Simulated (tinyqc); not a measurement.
Potential-pH (Pourbaix) lines of a metal, its cation, its oxide and an oxyanion, with a complexing ligand: one step, computed by the program tinyqc.

Potentials are against the standard hydrogen electrode; solids and water have unit activity; dG_f of M, H+ and the electron is zero; F = e N_A and s = R T ln(10)/F. The cation carries z = 2.

Task: Vertical lines. M2+ + 2e = M; MO + 2H+ + 2e = M + H2O; MO2(2-) + 4H+ + 2e = M + 2H2O. For each, E0 = -dG/(z F), and E = E0 + (s/z) log10 a - (s n_H/z) pH, with no activity term for the oxide. Two oxidised species coexist where their lines against the metal cross: pH1 (cation/oxide) = [E0(oxide) - E0(cation)]/s - (log10 a)/z; pH2 (oxide/oxyanion) = {[E0(oxyanion) - E0(oxide)]/s + (log10 a)/z}/(4/z - 1).

Inputs (values chosen for the exercise, modelled on tin): temperature T = 298.15 K; log10 of the dissolved activity a = -4.

Species: M, M2+, MO, MO2(2-).

E0 (V): cation -0.1419387, oxide -0.0693888, oxyanion 0.7967532

s = 0.05915935 V

Give: pH1; pH2; width of the oxide field, pH2 - pH1.

Result:

pH1 = 3.226

pH2 = 12.64

width of the oxide field, pH2 - pH1 = 9.414

The oxide is stable from pH 3.23 to 12.64; each decade less of dissolved metal narrows this field by 1.00 pH units.
